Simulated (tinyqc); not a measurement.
Inputs raised by 5 %, one at a time: Haynes-Shockley experiment: drift, diffusion and decay of a minority-carrier pulse. Computed by tinyqc, a small Python program. Command: `OMP_NUM_THREADS=1 python tinyqc.py 3114367 3114368 out.jsonl haynes sens`. One thread of a shared host (Intel(R) Xeon(R) Processor @ 2.30GHz), about 0.02 s of CPU time with the checks.

A thin sheet of excess carriers is made at x = 0, t = 0 in a long uniform bar; injection is low, so the pulse moves with the minority mobility.

Inputs (values chosen for the exercise, modelled on electrons in p-type germanium in a lightly doped bar):
```
quantity                       value         unit
minority mobility mu            4350   cm^2/(V s)
lifetime tau                     320  microsecond
temperature T                    300            K
field F                          7.5         V/cm
distance d to the collector     0.59           cm
injected sheet density N0    1.4e+10       1/cm^2
```

Constants: k_B = 8.617333262e-05 eV/K.

Method:
- D = mu k_B T/e, v = mu F.
- Transit time d/v, diffusion length sqrt(D tau), drift length v tau, Peclet number v d/D = e F d/(k_B T).
- dn(x, t) = N0/sqrt(4 pi D t) exp(-(x - v t)^2/(4 D t) - t/tau).
- At fixed x the signal peaks where d ln(dn)/dt = 0: a t^2 + t/2 - x^2/(4 D) = 0 with a = v^2/(4 D) + 1/tau.
- The full width at half maximum is found by solving dn(x, t) = peak/2 on both sides of the peak.
- With w the full width at half maximum: mu = d/(F t_p); D = (w d)^2/(16 ln2 t_p^3); Einstein ratio D/mu against k_B T/e.

Runs; columns: (1) input moved; (2) from; (3) to; (4) time of the peak t_p (microsecond); (5) peak density (1/cm^3); (6) width at half maximum (microsecond); (7) apparent D (cm^2/s):
```
(1)                                     (2)       (3)     (4)         (5)     (6)     (7)
base run                                  -         -  17.967  8.2913e+10  4.5812  113.57
minority mobility mu (cm^2/(V s))      4350    4567.5  17.112  8.3135e+10  4.3633  119.25
lifetime tau (microsecond)              320       336  17.968  8.3135e+10  4.5814  113.57
temperature T (K)                       300       315  17.961  8.0922e+10  4.6932  119.31
field F (V/cm)                          7.5     7.875  17.117  8.5181e+10  4.2591  113.52
distance d to the collector (cm)       0.59    0.6195  18.871  8.0681e+10  4.6952  113.52
injected sheet density N0 (1/cm^2)  1.4e+10  1.47e+10  17.967  8.7059e+10  4.5812  113.57
```

Exponents ln(y'/y) / ln(x'/x):
```
input                        time of the peak t_p  peak density  width at half maximum  apparent D
minority mobility mu                       -0.999         0.055                 -0.999        1.00
lifetime tau                                0.001         0.055                  0.001        0.00
temperature T                              -0.007        -0.498                  0.495        1.01
field F                                    -0.993         0.553                 -1.494       -0.01
distance d to the collector                 1.006        -0.559                  0.504       -0.01
injected sheet density N0                   0.000         1.000                  0.000        0.00
```

Which inputs matter most for each result?

Among the inputs moved here: time of the peak t_p answers most in size to distance d to the collector (exponent +1.006), and about equally to minority mobility mu (-0.999), field F (-0.993); its exponent is below 0.0005 for injected sheet density N0. Its exponent -0.993 in field F: pure drift, t = d/(mu F). Peak density answers most in size to injected sheet density N0 (exponent +1.000), next to distance d to the collector (-0.559). Its exponent +1.000 in injected sheet density N0: the equation is linear. Width at half maximum answers most in size to field F (exponent -1.494), next to minority mobility mu (-0.999); its exponent is below 0.0005 for injected sheet density N0. Its exponent -1.494 in field F: sqrt(D t)/v with t = d/v. Its exponent +0.504 in distance d to the collector: the spread grows as sqrt(t). Apparent D answers most in size to temperature T (exponent +1.010), and about equally to minority mobility mu (+1.000); its exponent is below 0.0005 for lifetime tau, injected sheet density N0.

Extremes, crossings and ranges named in words are read from the listed rows.
